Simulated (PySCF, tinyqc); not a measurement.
Inside a calculation. Method: coupled-perturbed Hartree-Fock on RHF in the sto-3g basis, for BeH+, spin multiplicity 1. The lowest restricted solution is unstable here: a spin-polarised one lies 0.0191 hartree lower (PySCF). One step of it, computed by the program tinyqc.

Problem. Integrals over molecular orbitals. (pq|rs) = sum C_ip C_jq C_kr C_ls (ij|kl), one index at a time.

coefficients C:
```
               MO1        MO2        MO3       MO4        MO5        MO6
1Be 1s    0.993042  -0.205944  -0.197103  0.000000   0.000000  -0.087256
1Be 2s    0.025822   0.695139   0.722346  0.000000   0.000000   0.377304
1Be 2px   0.000000   0.000000   0.000000  0.831485  -0.555546   0.000000
1Be 2py   0.000000   0.000000   0.000000  0.555546   0.831485   0.000000
1Be 2pz  -0.002026   0.238702  -0.551924  0.000000   0.000000   0.872129
2H 1s    -0.002659   0.501569  -0.449849  0.000000   0.000000  -0.859838
```

core Hamiltonian H = T + V (hartree):
```
            1Be 1s     1Be 2s    1Be 2px    1Be 2py    1Be 2pz      2H 1s
1Be 1s   -8.135191  -2.001828   0.000000   0.000000  -0.008294  -0.133652
1Be 2s   -2.001828  -2.367680   0.000000   0.000000  -0.085443  -0.519633
1Be 2px   0.000000   0.000000  -1.880583   0.000000   0.000000   0.000000
1Be 2py   0.000000   0.000000   0.000000  -1.880583   0.000000   0.000000
1Be 2pz  -0.008294  -0.085443   0.000000   0.000000  -1.937230  -0.639205
2H 1s    -0.133652  -0.519633   0.000000   0.000000  -0.639205  -1.538415
```

Two-electron integrals (ij|kl) in chemists' order, unique and non-zero (hartree):
```
(11|11) 2.298831   (21|11) 0.392036   (21|21) 0.079539   (22|11) 0.570988
(22|21) 0.143041   (22|22) 0.417683   (31|31) 0.014607   (32|31) 0.021888
(32|32) 0.092265   (33|11) 0.569578   (33|21) 0.143083   (33|22) 0.417589
(33|33) 0.449859   (41|41) 0.014607   (42|41) 0.021888   (42|42) 0.092265
(43|43) 0.024249   (44|11) 0.569578   (44|21) 0.143083   (44|22) 0.417589
(44|33) 0.401360   (44|44) 0.449859   (51|51) 0.014607   (52|51) 0.021888
(52|52) 0.092265   (53|53) 0.024249   (54|54) 0.024249   (55|11) 0.569578
(55|21) 0.143083   (55|22) 0.417589   (55|33) 0.401360   (55|44) 0.401360
(55|55) 0.449859   (61|11) 0.025257   (61|21) 0.005128   (61|22) 0.009325
(61|33) 0.009265   (61|44) 0.009265   (61|51) 0.000481   (61|52) 0.000905
(61|55) 0.009450   (61|61) 0.000348   (62|11) 0.092554   (62|21) 0.023692
(62|22) 0.079881   (62|33) 0.076546   (62|44) 0.076546   (62|51) 0.003002
(62|52) 0.021389   (62|55) 0.086465   (62|61) 0.001699   (62|62) 0.027753
(63|31) 0.001700   (63|32) 0.008927   (63|53) 0.003310   (63|63) 0.001905
(64|41) 0.001700   (64|42) 0.008927   (64|54) 0.003310   (64|64) 0.001905
(65|11) 0.112822   (65|21) 0.029124   (65|22) 0.102001   (65|33) 0.096256
(65|44) 0.096256   (65|51) 0.004674   (65|52) 0.032602   (65|55) 0.113376
(65|61) 0.002141   (65|62) 0.039317   (65|65) 0.056474   (66|11) 0.267925
(66|21) 0.069503   (66|22) 0.262168   (66|33) 0.245894   (66|44) 0.245894
(66|51) 0.008221   (66|52) 0.080049   (66|55) 0.294292   (66|61) 0.004986
(66|62) 0.126455   (66|65) 0.186752   (66|66) 0.774606
```

Give: one-electron integrals over orbitals h = C^T H C; Two-electron integrals over orbitals.

Solution.

one-electron integrals over orbitals h = C^T H C (hartree):
```
         1        2        3        4        5        6
1  -8.1258   0.1793   0.1894   0.0000   0.0000   0.0537
2   0.1793  -1.9287  -0.1066   0.0000   0.0000  -0.2418
3   0.1894  -0.1066  -1.8200   0.0000   0.0000   0.1227
4   0.0000   0.0000   0.0000  -1.8806   0.0000   0.0000
5   0.0000   0.0000   0.0000   0.0000  -1.8806   0.0000
6   0.0537  -0.2418   0.1227   0.0000   0.0000  -1.6572
```

Two-electron integrals over orbitals (pq|rs), unique and non-zero (hartree):
```
(11|11) 2.2759    (21|11) -0.1771   (21|21) 0.0227    (22|11) 0.4470
(22|21) -0.0021   (22|22) 0.4334    (31|11) -0.1700   (31|21) 0.0185
(31|22) -0.0126   (31|31) 0.0250    (32|11) 0.0934    (32|21) -0.0058
(32|22) -0.0617   (32|31) 0.0013    (32|32) 0.0771    (33|11) 0.5034
(33|21) -0.0099   (33|22) 0.3329    (33|31) 0.0015    (33|32) 0.0255
(33|33) 0.4077    (41|41) 0.0156    (42|41) 0.0146    (42|42) 0.0475
(43|41) 0.0136    (43|42) 0.0362    (43|43) 0.0464    (44|11) 0.5692
(44|21) -0.0062   (44|22) 0.3442    (44|31) -0.0060   (44|32) 0.0503
(44|33) 0.3710    (44|44) 0.4499    (51|51) 0.0156    (52|51) 0.0146
(52|52) 0.0475    (53|51) 0.0136    (53|52) 0.0362    (53|53) 0.0464
(54|54) 0.0242    (55|11) 0.5692    (55|21) -0.0062   (55|22) 0.3442
(55|31) -0.0060   (55|32) 0.0503    (55|33) 0.3710    (55|44) 0.4014
(55|55) 0.4499    (61|11) -0.0713   (61|21) 0.0122    (61|22) 0.0084
(61|31) 0.0011    (61|32) -0.0081   (61|33) -0.0134   (61|44) -0.0019
(61|55) -0.0019   (61|61) 0.0147    (62|11) 0.1314    (62|21) -0.0009
(62|22) -0.0087   (62|31) -0.0087   (62|32) 0.0588    (62|33) -0.0045
(62|44) 0.0698    (62|55) 0.0698    (62|61) 0.0065    (62|62) 0.1122
(63|11) -0.0879   (63|21) 0.0034    (63|22) 0.0565    (63|31) -0.0048
(63|32) -0.0748   (63|33) -0.0411   (63|44) -0.0448   (63|55) -0.0448
(63|61) 0.0085    (63|62) -0.0627   (63|63) 0.0920    (64|41) 0.0061
(64|42) 0.0230    (64|43) 0.0050    (64|64) 0.0212    (65|51) 0.0061
(65|52) 0.0230    (65|53) 0.0050    (65|65) 0.0212    (66|11) 0.4785
(66|21) -0.0025   (66|22) 0.4396    (66|31) -0.0112   (66|32) -0.0644
(66|33) 0.3626    (66|44) 0.3488    (66|55) 0.3488    (66|61) 0.0069
(66|62) -0.0290   (66|63) 0.0559    (66|66) 0.4722
```
